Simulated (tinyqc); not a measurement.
Speciation in dilute and buffered hydrofluoric acid, oxide etch rate and bath loading: one step, computed by the program tinyqc. Command: `OMP_NUM_THREADS=1 python tinyqc.py 3121130 3121131 out.jsonl hfetch walk`. One thread of a shared host (Intel(R) Xeon(R) Processor @ 2.30GHz), about 0.01 s of CPU time with the checks.

Concentrations stand for activities, NH4+ and Cl- are spectators, and water ionisation is neglected. H, F and HF2 denote the ions H+, F- and HF2-. The base temperature is 298 K.

Question. Etch rate. Rate = k_a ([HF] + 2 [H2F2]) + k_b [HF2], an empirical two-term form. Time = oxide/rate; a temperature error changes the rate by exp((E_a/k_B)(1/298 - 1/(298 + error))) - 1.

Inputs (values chosen for the exercise, of the order of those for thermal oxide at room temperature): rate constant of neutral HF k_a = 18 nm L/(min mol); rate constant of HF2 k_b = 57 nm L/(min mol); activation energy = 0.36 eV; temperature error = 0.21 K; oxide removed per wafer = 86 nm.

[HF] = 0.5336819 mol/L

[H2F2] = 0.7775488 mol/L

[HF2] = 0.004486360 mol/L

Constants: k_B = 8.617333262e-05 eV/K.

Give: etch rate; share of HF2 in the rate; etch time; rate change from the temperature error.

Answer.

etch rate = 37.854 nm/min

share of HF2 in the rate = 0.67555 %

etch time = 136.31 s

rate change from the temperature error = 0.99210 %
